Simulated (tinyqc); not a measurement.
## Zero-field depth and permittivity from two fields

Problem. The apparent depth of a Coulomb trap is Et - sqrt(q F/(pi eps0 eps_r)). Find Et and eps_r.

Constants: q = 1.602176634e-19 C, eps0 = 8.8541878128e-14 F/cm where lengths are in cm. Results are converted to the units shown.

apparent depth at F = 14 and 54 kV/cm (eV): 0.14143124  0.11389206

Solution. The depth is linear in sqrt(F): the intercept is Et and the slope -sqrt(q/(pi eps0 eps_r)).

Et = 0.170 eV
eps_r = 9.88

Numbers from tinyqc (`OMP_NUM_THREADS=1 python tinyqc.py 2050161 2050162 out.jsonl`; about 0.01 s on one thread of a shared Intel Xeon 2.30GHz).
